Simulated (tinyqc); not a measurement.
# Zero-field barrier from two thresholds

Question. The photoemission threshold over an interface barrier is Phi = P0 - sqrt(q F/(4 pi eps0 ei)). Find P0 and ei.

Constants: q = 1.602176634e-19 C, eps0 = 8.8541878128e-14 F/cm where lengths are in cm. Results are converted to the units shown.

thresholds at F = 0.5 and 3.2 MV/cm (eV): [1.5292265, 1.3291662]

Answer. Phi is linear in sqrt(F): the intercept is P0 and the slope gives ei.

P0 = 1.66 eV
ei = 4.21

Numbers from tinyqc (`OMP_NUM_THREADS=1 python tinyqc.py 2410013 2410014 out.jsonl`; about 0.01 s on one thread of a shared Intel Xeon 2.30GHz).
